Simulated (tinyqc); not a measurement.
Avalanche multiplication and breakdown of a junction from ionisation integrals: one step, computed by the program tinyqc. Command: `OMP_NUM_THREADS=1 python tinyqc.py 3001070 3001071 out.jsonl impact walk`. One thread of a shared host (Intel(R) Xeon(R) Processor @ 2.30GHz), about 0.01 s of CPU time with the checks.

Ionisation coefficients follow the local field. Position x runs through the depletion layer from the p side (x = 0), where electrons enter, to the n side (x = w), where holes enter. The built-in voltage is neglected.

Task: On-resistance of the drift layer. R_on = w/(e mu N) with w the width at breakdown; figure of merit V_B^2/R_on; for a triangular field it equals eps eps_0 mu F_m^3/4.

Inputs (values chosen for the exercise, modelled on 4H-SiC): permittivity eps = 9.7; drift-layer mobility mu = 1000 cm^2/(V s); doping N of the lightly doped side = 2.5e+17 1/cm^3.

Junction: punch-through p+ n- n+.

width at breakdown = 0.62 micrometre

breakdown voltage = 136.5915 V

critical field F_m = 3.648833 MV/cm

Constants: e = 1.602176634e-19 C; eps_0 = 8.8541878128e-12 F/m.

Give: specific on-resistance; V_B^2/R_on; eps eps_0 mu F_m^3/4.

Result:

specific on-resistance = 0.0015479 milliohm cm^2

V_B^2/R_on = 12053 MW/cm^2

eps eps_0 mu F_m^3/4 = 10431 MW/cm^2

The punch-through design reaches 1.16 times the triangular value at the same peak field; at fixed F_m the best ratio is 32/27 = 1.185.
